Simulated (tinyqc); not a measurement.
## Partial widths from the peak

Question. A Breit-Wigner resonance has total width G = GL + GR and peak transmission Tp = 4 GL GR/G^2. GR is known to be the larger. Find GL, GR and the lifetime hbar/G.

Constants: q = 1.602176634e-19 C, hbar = 1.054571817e-34 J s. Results are converted to the units shown.

G = 1.6674252 meV
Tp = 0.80644241

Solution. GL and GR have the sum G and the product Tp G^2/4, so they are (G/2)(1 +/- sqrt(1 - Tp)).

GL = 0.467 meV
GR = 1.20 meV
lifetime = 395 fs

Computed by the program tinyqc: `OMP_NUM_THREADS=1 python tinyqc.py 2600011 2600012 out.jsonl`, one thread of a shared Intel Xeon 2.30GHz, about 0.08 s for the whole run.
